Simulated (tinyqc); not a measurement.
Inside a calculation (part 2 of 2). Method: FCI on RHF in the 6-31g basis, for H3+, spin multiplicity 1. Computed by tinyqc, a small Python program that keeps every step (integrals from PySCF). Command: `OMP_NUM_THREADS=1 python tinyqc.py 24104 24105 out.jsonl` (the two numbers bound the seeds that draw the settings). One thread of a shared host (Intel(R) Xeon(R) Processor @ 2.60GHz), about 0.09 s of CPU time with the checks.

Geometry (angstrom):
```
atom        x        y         z
H     0.00000  0.00000   0.00000
H     0.00000  0.00000   0.82400
H     0.00000  0.00000  -0.82400
```

## FCI: roots

Occupation strings over the orbitals (2 doubly, a alpha, b beta, 0 empty; spin orbitals ordered 1a 1b 2a 2b ...): 200000 a0b000 a00b00 a0000b b0a000 b00a00 b0000a 020000 0a00b0 002000 00ab00 00a00b 00ba00 000200 000a0b 0b00a0 000020 00b00a 000b0a 000002

Given earlier and not repeated: H - E(HF) between determinants.

Diagonalise (each vector has its largest component positive (the first on a tie)); all determinants have Ms = 0, so triplets appear too. The lowest singlet root is the correlation energy.

lowest roots of this matrix, relative to E(HF) (hartree): [-0.03418, 0.69403, 0.73562, 0.91576, 1.10511, 1.19714, 1.52431, 1.63746]

lowest vectors, order 200000, a0b000, a00b00, a0000b, b0a000, b00a00, b0000a, 020000, 0a00b0, 002000, 00ab00, 00a00b, 00ba00, 000200, 000a0b, 0b00a0, 000020, 00b00a, 000b0a, 000002:
$$\begin{pmatrix}
0.98658 & 0.00000 & 0.10310 & 0.09092 \\
-0.01246 & 0.69364 & 0.54380 & -0.43796 \\
-0.01397 & -0.02394 & 0.10875 & 0.11564 \\
0.00897 & -0.11958 & -0.06736 & -0.08569 \\
0.01246 & 0.69364 & -0.54380 & 0.43796 \\
0.01397 & -0.02394 & -0.10875 & -0.11564 \\
-0.00897 & -0.11958 & 0.06736 & 0.08569 \\
-0.13306 & 0.00000 & 0.59270 & 0.71640 \\
0.04558 & 0.03042 & -0.06381 & -0.08925 \\
-0.02775 & 0.00000 & 0.04030 & -0.17262 \\
0.01159 & 0.03867 & -0.02482 & 0.00815 \\
0.02431 & 0.03969 & 0.00877 & 0.04926 \\
-0.01159 & 0.03867 & 0.02482 & -0.00815 \\
-0.01724 & 0.00000 & -0.03002 & -0.02859 \\
-0.00941 & -0.00021 & -0.00671 & 0.03031 \\
-0.04558 & 0.03042 & 0.06381 & 0.08925 \\
-0.02090 & 0.00000 & -0.01113 & -0.00821 \\
-0.02431 & 0.03969 & -0.00877 & -0.04926 \\
0.00941 & -0.00021 & 0.00671 & -0.03031 \\
-0.02849 & 0.00000 & -0.04071 & -0.00506
\end{pmatrix}$$

<S^2> of these roots: [0.00000, 2.00000, 0.00000, 0.00000, 2.00000, 0.00000, 2.00000, 0.00000]

weight of the ground state by excitation level 0, 1, 2, ...: [0.97333, 0.00086, 0.02580]

## The lowest root by the Davidson method

Start from the reference; add the residual divided by (theta - H_ii), orthogonalised, at each step.

Davidson iterations:
```
iteration  subspace  lowest Ritz value (hartree)  residual norm
1                 1                            0       2.41e-01
2                 2                   -0.0328212       4.62e-02
3                 3                   -0.0341524       8.75e-03
4                 4                   -0.0341839       5.90e-04
5                 5                   -0.0341841       8.50e-05
6                 6                   -0.0341841       1.11e-05
7                 7                   -0.0341841       1.02e-06
8                 8                   -0.0341841       3.36e-08
```
